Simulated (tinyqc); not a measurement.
MOS structure on a p-type body, non-linear Poisson equation by Newton steps: one step of the calculation.

One dimension, insulator interface at x = 0, acceptor density Na, uniform, net doping C = -(acceptor density). psi is counted from the intrinsic level: n = ni exp((psi - Vb)/Vt), p = ni exp(-psi/Vt); deep in the body psi_b = -Vt ln(Na/ni). The gate acts through Cox = eps0 eox/tox and has the potential psi_G = Vg - (phiM - chi - Vt ln(Nc/ni)). Boltzmann statistics, full ionisation, classical densities, no oxide or interface charge.

Problem. Newton step. Solve the tridiagonal system a_(i-1) d_(i-1) + b_i d_i + a_i d_(i+1) = -F_i for nodes 0 to 14, with d = 0 on fixed nodes. Each component d is damped to sign(d) Vt ln(1 + |d|/Vt) before it is added.

Values chosen for this exercise: temperature T = 300 K.

Constants: q = 1.602176634e-19 C, kB = 1.380649e-23 J/K, Vt = kB T/q. Results are converted to the units shown.

| interval | coupling a_i (F/cm^2) |
|---|---|
| 0 | 3.2760495e-5 |
| 1 | 2.3179595e-5 |
| 2 | 1.6490182e-5 |
| 3 | 1.1562528e-5 |
| 4 | 8.2589483e-6 |
| 5 | 5.8154725e-6 |
| 6 | 4.1468981e-6 |
| 7 | 2.9077362e-6 |
| 8 | 2.0910954e-6 |
| 9 | 1.4668878e-6 |
| 10 | 1.0345419e-6 |
| 11 | 7.3344392e-7 |
| 12 | 5.2277385e-7 |
| 13 | 3.6809545e-7 |
| 14 | 2.6278472e-7 |

| node | diagonal b (F/cm^2) | residual F (C/cm^2) |
|---|---|---|
| 0 | -3.3950584e-5 | 6.0737293e-7 |
| 1 | -5.6002096e-5 | -1.6029580e-9 |
| 2 | -3.9718327e-5 | -1.2551088e-9 |
| 3 | -2.8083095e-5 | -7.8552197e-10 |
| 4 | -1.9835052e-5 | -3.5096751e-10 |
| 5 | -1.4078378e-5 | -1.0230477e-10 |
| 6 | -9.9630037e-6 | -1.6368788e-11 |
| 7 | -7.0546825e-6 | -1.2452066e-12 |
| 8 | -4.9988330e-6 | -3.4964561e-14 |
| 9 | -3.5579833e-6 | 2.1092960e-17 |
| 10 | -2.5014383e-6 | 2.2091867e-13 |
| 11 | -1.7760938e-6 | 2.0960771e-10 |
| 12 | -3.1595358e-6 | 2.7234655e-8 |
| 13 | -6.8125767e-6 | 1.0666925e-8 |
| 14 | -8.9733294e-6 | ~0 |

| node | psi at the start (V) |
|---|---|
| 0 | 0.47756179 |
| 1 | 0.46674309 |
| 2 | 0.45155776 |
| 3 | 0.43042045 |
| 4 | 0.40069573 |
| 5 | 0.35991219 |
| 6 | 0.30365895 |
| 7 | 0.22806533 |
| 8 | 0.12691009 |
| 9 | -0.00074885 |
| 10 | -0.15658279 |
| 11 | -0.32485519 |
| 12 | -0.45715732 |
| 13 | -0.47756179 |
| 14 | -0.47756179 |
| 15 | -0.47756179 |

Give: Newton step d, before damping; psi after iteration 1.

Solution.

| node | Newton step d, before damping (V) |
|---|---|
| 0 | 0.39255 |
| 1 | 0.38827 |
| 2 | 0.38333 |
| 3 | 0.37759 |
| 4 | 0.37046 |
| 5 | 0.36114 |
| 6 | 0.34816 |
| 7 | 0.33001 |
| 8 | 0.30414 |
| 9 | 0.26816 |
| 10 | 0.21687 |
| 11 | 0.14415 |
| 12 | 0.04289 |
| 13 | 0.00487 |
| 14 | 0.00020 |

| node | psi after iteration 1 (V) |
|---|---|
| 0 | 0.54954 |
| 1 | 0.53845 |
| 2 | 0.52296 |
| 3 | 0.50145 |
| 4 | 0.47127 |
| 5 | 0.42987 |
| 6 | 0.37273 |
| 7 | 0.29585 |
| 8 | 0.19275 |
| 9 | 0.06210 |
| 10 | -0.09869 |
| 11 | -0.27616 |
| 12 | -0.43188 |
| 13 | -0.47310 |
| 14 | -0.47736 |
| 15 | -0.47756 |

Computed by the program tinyqc: `OMP_NUM_THREADS=1 python tinyqc.py 2080121 2080122 out.jsonl`, one thread of a shared Intel Xeon 2.30GHz, about 0.5 s for the whole run.

~0 in a residual or rate marks an entry under 1e-11 of the largest of its column.
